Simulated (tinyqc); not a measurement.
Inside a calculation. Model: thermal boundary conductance by the acoustic and diffuse mismatch models. Computed by tinyqc, a small Python program that keeps every step. Command: `OMP_NUM_THREADS=1 python tinyqc.py 3008006 3008007 out.jsonl kapitza walk`. One thread of a shared host (Intel(R) Xeon(R) Processor @ 2.30GHz), about 0.01 s of CPU time with the checks. Intermediate numbers are printed to about 5 digits and carried at full precision; extremes and crossings named in words are read from the listed rows.

Each side has one longitudinal and two transverse Debye branches, omega = v q up to q_D = (6 pi^2 n)^(1/3), with n counting all atoms. Scattering at the interface is elastic. Electrons are left out of G, also for metals. Melting is ignored. G refers to the temperatures of the phonons sent towards the interface. Linear branches over all atoms overstate G at high T, most for crystals with several atoms a cell.

Inputs (values chosen for the exercise, modelled on titanium nitride (side 1) and silica (side 2)):
```
quantity                    value     unit
density rho_1                5.53   g/cm^3
longitudinal velocity vL_1  10500      m/s
transverse velocity vT_1     6320      m/s
atom density n_1              102   1/nm^3
conductivity kappa_1         24.7  W/(m K)
density rho_2                2.19   g/cm^3
longitudinal velocity vL_2   5840      m/s
transverse velocity vT_2     3760      m/s
atom density n_2             64.2   1/nm^3
conductivity kappa_2         1.36  W/(m K)
temperature T                 500        K
thickness d_1                  78       nm
thickness d_2                1700       nm
heat flux J                  0.14  kW/cm^2
```

Structure: film on a substrate.

Constants: hbar = 1.054571817e-34 J s; k_B = 1.380649e-23 J/K.

## Cut-off frequencies and impedances

omega_c = v q_D for each branch, given as hbar omega_c/k_B; impedance Z = rho v.

Branches:
```
branch     v (m/s)  cut-off (K)  Z (1e6 kg/(m^2 s))
L, side 1    10500       1460.6             58.0650
T, side 1     6320        879.1             34.9496
L, side 2     5840        696.2             12.7896
T, side 2     3760        448.2              8.2344
```

## Acoustic mismatch: transmission of each branch

No mode conversion. t(theta) = 4 Z_1 Z_2 cos(theta_1) cos(theta_2)/N^2, with N = Z_2 cos(theta_1) + Z_1 cos(theta_2) for L (the form for pressure waves) and N = Z_1 cos(theta_1) + Z_2 cos(theta_2) for both T branches (the form for shear waves polarised along the interface); sin(theta_2) = (v_2/v_1) sin(theta_1), and t = 0 beyond the critical angle arcsin(v_1/v_2); the mean over the incoming flux is alpha = 2 int t sin(theta_1) cos(theta_1) d theta_1 (64 Gauss-Legendre points).

Transmission:
```
branch  t at normal incidence  largest angle from side 1 (deg)  alpha, 1 to 2  alpha, 2 to 1
L                     0.59169                               90        0.45919        0.14205
T                     0.61729                               90        0.74558        0.26390
```

For L waves from side 1 no critical angle exists; the mean is 0.46 against 0.59 at normal incidence. For T waves from side 1 no critical angle exists; the mean is 0.75 against 0.62 at normal incidence.

## Diffuse mismatch: transmission at low frequency

A phonon forgets its side and branch: alpha(1 to 2) = S_2/(S_1 + S_2), S_i = 1/vL_i^2 + 2/vT_i^2.

S_1 = 5.9142e-08 s^2/m^2

S_2 = 1.7079e-07 s^2/m^2

diffuse alpha, 1 to 2 = 0.74278

## Boundary conductance

G = (k_B^4 T^3/(8 pi^2 hbar^3)) int W(x) x^4 e^x/(e^x - 1)^2 dx, x = hbar omega/(k_B T). Acoustic mismatch: W = sum over the three branches of alpha(1 to 2)/v_1^2, each up to the lower of its two cut-offs. Diffuse mismatch: W = S_1 S_2/(S_1 + S_2), where S_i sums 1/v^2 over the branches of side i still below their cut-off. Radiation limit: W = min(S_1, S_2). The integral is split at the four cut-offs (64 Gauss-Legendre points a piece, x at most 45). Boundary resistance R = 1/G and Kapitza length kappa_2/G use the diffuse value.

G, acoustic mismatch = 589.75 MW/(m^2 K)

G, diffuse mismatch = 1062.2 MW/(m^2 K)

G, radiation limit = 1514.4 MW/(m^2 K)

boundary resistance R = 0.94148 m^2 K/GW

Kapitza length in side 2 = 1.2804 nm

The diffuse value is 1.80 times the acoustic one and 70 % of the radiation limit. Diffuse scattering raises G here: it ignores the impedance mismatch and lets phonons change direction and branch. Caution: at this temperature short waves carry the heat; linear branches up to q_D overstate their velocity, and inelastic processes, left out here, grow with T.

## Conductance against temperature

The formulas are those given above.

G (MW/(m^2 K)):
```
T (K)  acoustic mismatch  diffuse mismatch  radiation limit
2              0.0033837         0.0035821        0.0048225
5               0.052871          0.055970         0.075352
10               0.42297           0.44776          0.60281
20                3.3837            3.5821           4.8225
40                26.774            28.462           38.341
80                153.58            182.85           250.08
150               368.28            548.05           768.34
300               536.81            927.53           1318.0
600               599.75            1088.3           1552.7
1000              614.82            1128.3           1611.1
```

All three follow T^3 at the cold end (exponent 3.00 for the diffuse model) and flatten at high T (exponent 0.07 at the hot end); the lowest cut-off is 448 K. The ratio of diffuse to acoustic goes from 1.06 to 1.84. The plateau is set by the frequencies that both sides share.

## Temperature rise through the stack

In series: Delta T = J (d_1/kappa_1 + R + d_2/kappa_2), with bulk conductivities in the layers and one-dimensional flow.

temperature drops (K): film 0.0044211, interface 0.0013181, substrate 1.75

total rise Delta T = 1.7557 K

interface share of film plus interface = 0.22966

The substrate takes the largest drop, 100 % of the total. Caution: layers this thin are often below the phonon free path, where bulk conductivities and independent interfaces no longer hold.

Checks made by the program: detailed balance alpha_12/v_1^2 = alpha_21/v_2^2 (relative difference below 1e-10); low-temperature limit G = pi^2 k_B^4 T^3 alpha S_1/(30 hbar^3) (relative difference below 1e-10).
